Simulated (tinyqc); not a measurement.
Velocity overshoot from momentum and energy balance equations after a field step: one step, computed by the program tinyqc. Command: `OMP_NUM_THREADS=1 python tinyqc.py 3022945 3022946 out.jsonl overshoot walk`. One thread of a shared host (Intel(R) Xeon(R) Processor @ 2.30GHz), about 0.03 s of CPU time with the checks.

At t = 0 the field jumps from 0 to F in a uniform sample. v is the drift velocity and u = w - (3/2) k_B T the excess energy per carrier.

Question. First four steps. dv/dt = e F/m - v/tau_m(u), du/dt = e F v - u/tau_E, tau_m(u) = tau_0/(1 + c u), tau_0 = m mu_0/e, c = mu_0/(e tau_E v_s^2); this choice gives the steady state v (1 + mu_0 F v/v_s^2) = mu_0 F, which saturates at v_s. Step: v_new = (v + dt e F/m)/(1 + dt/tau_m(u)), u_new = (u + dt e F v_new)/(1 + dt/tau_E). Start v = u = 0; the distance adds dt (v + v_new)/2.

Inputs (values chosen for the exercise, modelled on electrons in germanium except for tau_E): energy relaxation time tau_E = 0.89 ps; field after the step F = 3.9 kV/cm; lattice temperature T = 300 K; time step dt = 6.6 fs.

Scheme: implicit in the damping.

c = 92.03996 1/eV

tau_0 = 266.0875 fs

acceleration e F/m = 0.005716165 1e7 cm/s per fs

Give: Steps.

Answer.

Steps:
```
step  t (fs)  v (1e7 cm/s)     u (eV)  tau_m (fs)
1        6.6        0.0368  9.406e-06       265.9
2       13.2        0.0727  2.792e-05       265.4
3       19.8        0.1078  5.525e-05       264.7
4       26.4        0.1420  9.112e-05       263.9
```
